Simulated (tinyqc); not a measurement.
Range and order of the fit: effective mass of the light-hole band from tabulated energies.

c = hbar^2/2m0.
Constants: hbar^2/2m0 = 3.80998211 eV angstrom^2.

Energies along [110], from the band edge downward:

| k (1/angstrom) | E (meV) |
|---|---|
| 0.000000 | 0.00000 |
| 0.003900 | 1.39260 |
| 0.007800 | 5.51880 |
| 0.011700 | 12.22680 |
| 0.015600 | 21.27500 |
| 0.019500 | 32.34620 |
| 0.023400 | 45.06580 |
| 0.027300 | 59.02300 |
| 0.031200 | 73.79410 |

reference mass (curvature of the model at k = 0.0001 1/angstrom) = 0.041482 m0

Least-squares fits of E = a k^2 (+ b k^4 + d k^6) over points 1 to n, and the line y = c k^2/E against E; errors of m against the reference.

Results:

| n | E at point n (meV) | one term (%) | two terms (%) | three terms (%) | line (%) | rms residual, one term (meV) |
|---|---|---|---|---|---|---|
| 3 | 12.2 | 2.54 | 0.02 | 0.00 | -0.02 | 0.048 |
| 4 | 21.3 | 4.35 | 0.07 | 0.00 | -0.05 | 0.144 |
| 5 | 32.3 | 6.63 | 0.17 | 0.00 | -0.11 | 0.328 |
| 6 | 45.1 | 9.40 | 0.34 | 0.01 | -0.22 | 0.636 |
| 7 | 59.0 | 12.68 | 0.61 | 0.03 | -0.39 | 1.105 |
| 8 | 73.8 | 16.49 | 0.98 | 0.05 | -0.64 | 1.766 |

What can be read from this table?

The error of the parabola goes from +2.54 to +16.49 % as the range widens, and at n = 8 its residual, 1.77 meV, is only 2.4 % of the top energy: a small residual does not vouch for the mass. Over the full range (n = 8) the best form is three terms (0.05 %); the line errs by -0.02 % at n = 3 and -0.64 % at n = 8. Without scatter, a narrower range or a second term is the cure: at n = 8 the errors are +16.49, +0.98 and +0.05 % for one, two and three terms. Three terms on three points interpolate exactly.

tinyqc: `OMP_NUM_THREADS=1 python tinyqc.py 1850966 1850967 out.jsonl`; about 0.01 s, one thread, shared Intel(R) Xeon(R) Processor @ 2.30GHz.
